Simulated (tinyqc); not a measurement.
# Capacitance measurement on a leaky thin oxide: effects of series resistance and leakage, step by step

Program tinyqc, `OMP_NUM_THREADS=1 python tinyqc.py 2022188 2022189 out.jsonl`; Intel Xeon 2.30GHz, shared host, one thread, about 0.01 s. Printed values are rounded.

The device is a capacitance C in parallel with a leakage conductance G, in series with Rs and Ls. An impedance meter reports either a parallel pair (Cp, Gp) from Y = 1/Z = Gp + i w Cp or a series pair (Cs, Rm) from Z = Rm + 1/(i w Cs); w = 2 pi f, dissipation D = Gp/(w |Cp|).

Values chosen for this exercise; values of the order met in thin-oxide MOS capacitors: relative permittivity of the gate insulator (close to aluminium oxide) eox = 9.18; insulator thickness tox = 4.5 nm; gate area A = 2500 um^2; oxide-equivalent thickness added by the accumulation layer zc = 0.49 nm; oxide-equivalent thickness added by gate depletion zp = 0 nm; gate leakage current density, not matched to the thickness Jg = 5 A/cm^2; voltage for an e-fold rise of the leakage Vs = 0.45 V; series resistance Rs = 10 ohm; series inductance Ls = 0 nH; measuring frequency f = 2e5 Hz.

Constants: eps0 = 8.8541878128e-14 F/cm where lengths are in cm. Results are converted to the units shown.

## True capacitance and conductance

EOT = 3.9 tox/eox; CET = EOT + zc + zp; C = 3.9 eps0 A/CET; G = Jg A/Vs.

EOT = 1.911765 nm
CET = 2.401765 nm
C = 35.94371 pF
G = 277.7778 uS

## What the meter reports

Z = Rs + i w Ls + 1/(G + i w C).

Z = 3517.266-570.301i ohm
Cp = 35.74484 pF
Gp = 277.0285 uS
Cs = 1395.360 pF
D = 6.167388

Cp is 0.55 % below C and Cs is 38.8 times it; G Rs = 0.00278, w C Rs = 4.52e-4 and G/(w C) = 6.15.
